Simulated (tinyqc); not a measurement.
# Modulation-doped quantum well, Poisson-Schroedinger loop: effect of the applied field along z

A well of width L centred at z = 0 between barriers Vb; effective-mass electrons in two equivalent valleys, parabolic bands. The electrons come from donor sheets outside the mesh, a share fL of Ns on the left and the rest on the right, so the structure is neutral. Energies are counted from the band edge of the well, with U = 0 on the first node in the Hartree part.

Schroedinger equation -C d/dz (1/m) dpsi/dz + (V0 + U) psi = E psi, C = hbar^2/(2 m0), on a fine mesh (400 intervals across the well) with hard walls 3.45015 nm outside the well edges (to within half a fine step); the lowest 2 levels are kept. V0 = 0 in the well and Vb outside, plus q Fz z (1 kV/cm = 1e-4 eV/nm). N_k = D Vt ln(1 + exp((EF - E_k)/Vt)), D = 2 md m0 q/(pi hbar^2), sum N_k = Ns; n = sum N_k |psi_k|^2. dU/dz = q (fL Ns - integral of n from the left)/(eps0 eps_r). The loop is converged to 1e-9 eV; shares under 0.001 % are printed as 0.

Parameters, values chosen for the exercise; material values those of a made-up well: temperature T = 77 K; mass along z in the well mw = 0.908 m0; mass along z in the barriers mb = 1.05 m0; in-plane mass md = 0.157 m0; barrier height Vb = 0.21 eV; relative permittivity (all layers) eps_r = 13.6; well width L = 6.9003 nm; sheet density of electrons Ns = 5.4e11 cm^-2; share of the donors on the left side fL = 0.7.

Constants: q = 1.602176634e-19 C, kB = 1.380649e-23 J/K, hbar = 1.054571817e-34 J s, m0 = 9.1093837015e-31 kg, Vt = kB T/q, eps0 = 8.8541878128e-14 F/cm where lengths are in cm, hbar^2/(2 m0) = 0.0380998212 eV nm^2. Results are converted to the units shown.

Result of one run:

| E2 - E1 (meV) | EF - E1 (meV) | share of E2 (%) | centroid (nm) | charge in the barriers (%) | range of U in the well (meV) |
|---|---|---|---|---|---|
| 19.1 | -1.63 | 6.91 | -0.465 | 0.661 | 11.0 |

Which applied field along z Fz gave this result: -45, 0, 15, 45 or 60 kV/cm?

Fz = 15 kV/cm.

The whole series:

| Fz (kV/cm) | E2 - E1 (meV) | EF - E1 (meV) | share of E2 (%) | centroid (nm) | charge in the barriers (%) | range of U in the well (meV) |
|---|---|---|---|---|---|---|
| -60 | 20.2 | -1.55 | 5.97 | 0.705 | 0.756 | 17.4 |
| -45 | 19.2 | -1.63 | 6.85 | 0.484 | 0.667 | 16.1 |
| -30 | 18.6 | -1.69 | 7.46 | 0.251 | 0.612 | 14.8 |
| -15 | 18.3 | -1.71 | 7.69 | 0.0102 | 0.593 | 13.5 |
| 0 | 18.5 | -1.69 | 7.49 | -0.231 | 0.609 | 12.2 |
| 15 | 19.1 | -1.63 | 6.91 | -0.465 | 0.661 | 11.0 |
| 30 | 20.1 | -1.55 | 6.05 | -0.687 | 0.747 | 10.0 |
| 45 | 21.4 | -1.46 | 5.04 | -0.892 | 0.862 | 9.15 |
| 60 | 23.0 | -1.37 | 4.03 | -1.08 | 1.00 | 8.40 |

As Fz goes from -60 to 60, E2 - E1 goes from 20.2 through a minimum of 18.3 (at Fz = -15 among the rows listed) to 23.0 meV, EF - E1 goes from -1.55 through a minimum of -1.71 (at Fz = -15 among the rows listed) to -1.37 meV and the share of E2 goes from 5.97 through a maximum of 7.69 (at Fz = -15 among the rows listed) to 4.03 %. EF stays below E2 throughout. The centroid falls from 0.705 to -1.08 nm. The spacing is smallest near the row where the centroid is closest to the middle: tilting the well confines the electrons more tightly.

Numbers from tinyqc (`OMP_NUM_THREADS=1 python tinyqc.py 2140104 2140105 out.jsonl`; about 0.3 s on one thread of a shared Intel Xeon 2.30GHz).
